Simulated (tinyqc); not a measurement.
Inside a calculation. Method: empirical pseudopotential in a few plane waves. One step of it, computed by the program tinyqc.

Problem. Bloch Hamiltonian at k. Basis: the 15 shortest G (labels in 2 pi/a), the same at every k. H(G,G') = c |k + G|^2 delta + VS(|G-G'|^2) cos((G-G').tau) + i VA sin((G-G').tau), tau = a/8 (1,1,1); 1 Ry = 13.605693 eV.

Parameters chosen for this model: fcc lattice, atoms at +/- a/8 (1,1,1); form factors in rydberg at |G|^2 in units of (2 pi/a)^2:
```
parameter                 value      unit
a                      5.990000  angstrom
VS(3)                 -0.217000        Ry
VS(8)                  0.055000        Ry
VS(11)                 0.032000        Ry
VA(3)                  0.085000        Ry
VA(4)                  0.065000        Ry
VA(11)                 0.034000        Ry
hbar^2/2m (2 pi/a)^2   4.192075        eV
```

k point k (2 pi / a): [-0.550000, 0.250000, -0.080000]

Give: H(k) at k.

Solution.

H(k) at k (eV):
```
                 +0+0+0           -1-1-1           -1-1+1           -1+1-1
+0+0+0           1.5569   2.0877+0.8178i  -2.0877+0.8178i  -2.0877+0.8178i
-1-1-1   2.0877-0.8178i          17.3191   0.0000-0.8844i   0.0000-0.8844i
-1-1+1  -2.0877-0.8178i   0.0000+0.8844i          15.9777           0.7483
-1+1-1  -2.0877-0.8178i   0.0000+0.8844i           0.7483          21.5112
-1+1+1  -2.0877+0.8178i          -0.7483   0.0000+0.8844i   0.0000+0.8844i
+1-1-1  -2.0877-0.8178i   0.0000+0.8844i           0.7483           0.7483
+1-1+1  -2.0877+0.8178i          -0.7483   0.0000+0.8844i           0.0000
+1+1-1  -2.0877+0.8178i          -0.7483           0.0000   0.0000+0.8844i
+1+1+1   2.0877+0.8178i           0.0000          -0.7483          -0.7483
-2+0+0   0.0000-0.8844i  -2.0877+0.8178i  -2.0877-0.8178i  -2.0877-0.8178i
+0-2+0   0.0000-0.8844i  -2.0877+0.8178i  -2.0877-0.8178i   0.3079-0.3271i
+0+0-2   0.0000-0.8844i  -2.0877+0.8178i   0.3079-0.3271i  -2.0877-0.8178i
+0+0+2   0.0000+0.8844i  -0.3079-0.3271i   2.0877+0.8178i  -0.3079+0.3271i
+0+2+0   0.0000+0.8844i  -0.3079-0.3271i  -0.3079+0.3271i   2.0877+0.8178i
+2+0+0   0.0000+0.8844i  -0.3079-0.3271i  -0.3079+0.3271i  -0.3079+0.3271i

                 -1+1+1           +1-1-1           +1-1+1           +1+1-1
+0+0+0  -2.0877-0.8178i  -2.0877+0.8178i  -2.0877-0.8178i  -2.0877-0.8178i
-1-1-1          -0.7483   0.0000-0.8844i          -0.7483          -0.7483
-1-1+1   0.0000-0.8844i           0.7483   0.0000-0.8844i           0.0000
-1+1-1   0.0000-0.8844i           0.7483           0.0000   0.0000-0.8844i
-1+1+1          20.1697           0.0000           0.7483           0.7483
+1-1-1           0.0000           8.0966   0.0000-0.8844i   0.0000-0.8844i
+1-1+1           0.7483   0.0000+0.8844i           6.7551           0.7483
+1+1-1           0.7483   0.0000+0.8844i           0.7483          12.2886
+1+1+1   0.0000+0.8844i          -0.7483   0.0000+0.8844i   0.0000+0.8844i
-2+0+0   2.0877-0.8178i   0.3079-0.3271i  -0.3079-0.3271i  -0.3079-0.3271i
+0-2+0  -0.3079-0.3271i  -2.0877-0.8178i   2.0877-0.8178i  -0.3079-0.3271i
+0+0-2  -0.3079-0.3271i  -2.0877-0.8178i  -0.3079-0.3271i   2.0877-0.8178i
+0+0+2  -2.0877+0.8178i  -0.3079+0.3271i  -2.0877+0.8178i   0.3079+0.3271i
+0+2+0  -2.0877+0.8178i  -0.3079+0.3271i   0.3079+0.3271i  -2.0877+0.8178i
+2+0+0   0.3079+0.3271i   2.0877+0.8178i  -2.0877+0.8178i  -2.0877+0.8178i

                 +1+1+1           -2+0+0           +0-2+0           +0+0-2
+0+0+0   2.0877-0.8178i   0.0000+0.8844i   0.0000+0.8844i   0.0000+0.8844i
-1-1-1           0.0000  -2.0877-0.8178i  -2.0877-0.8178i  -2.0877-0.8178i
-1-1+1          -0.7483  -2.0877+0.8178i  -2.0877+0.8178i   0.3079+0.3271i
-1+1-1          -0.7483  -2.0877+0.8178i   0.3079+0.3271i  -2.0877+0.8178i
-1+1+1   0.0000-0.8844i   2.0877+0.8178i  -0.3079+0.3271i  -0.3079+0.3271i
+1-1-1          -0.7483   0.3079+0.3271i  -2.0877+0.8178i  -2.0877+0.8178i
+1-1+1   0.0000-0.8844i  -0.3079+0.3271i   2.0877+0.8178i  -0.3079+0.3271i
+1+1-1   0.0000-0.8844i  -0.3079+0.3271i  -0.3079+0.3271i   2.0877+0.8178i
+1+1+1          10.9472  -0.3079-0.3271i  -0.3079-0.3271i  -0.3079-0.3271i
-2+0+0  -0.3079+0.3271i          27.5478           0.7483           0.7483
+0-2+0  -0.3079+0.3271i           0.7483          14.1332           0.7483
+0+0-2  -0.3079+0.3271i           0.7483           0.7483          19.6667
+0+0+2  -2.0877-0.8178i          -0.7483          -0.7483           0.0000
+0+2+0  -2.0877-0.8178i          -0.7483           0.0000          -0.7483
+2+0+0  -2.0877-0.8178i           0.0000          -0.7483          -0.7483

                 +0+0+2           +0+2+0           +2+0+0
+0+0+0   0.0000-0.8844i   0.0000-0.8844i   0.0000-0.8844i
-1-1-1  -0.3079+0.3271i  -0.3079+0.3271i  -0.3079+0.3271i
-1-1+1   2.0877-0.8178i  -0.3079-0.3271i  -0.3079-0.3271i
-1+1-1  -0.3079-0.3271i   2.0877-0.8178i  -0.3079-0.3271i
-1+1+1  -2.0877-0.8178i  -2.0877-0.8178i   0.3079-0.3271i
+1-1-1  -0.3079-0.3271i  -0.3079-0.3271i   2.0877-0.8178i
+1-1+1  -2.0877-0.8178i   0.3079-0.3271i  -2.0877-0.8178i
+1+1-1   0.3079-0.3271i  -2.0877-0.8178i  -2.0877-0.8178i
+1+1+1  -2.0877+0.8178i  -2.0877+0.8178i  -2.0877+0.8178i
-2+0+0          -0.7483          -0.7483           0.0000
+0-2+0          -0.7483           0.0000          -0.7483
+0+0-2           0.0000          -0.7483          -0.7483
+0+0+2          16.9838           0.7483           0.7483
+0+2+0           0.7483          22.5173           0.7483
+2+0+0           0.7483           0.7483           9.1027
```
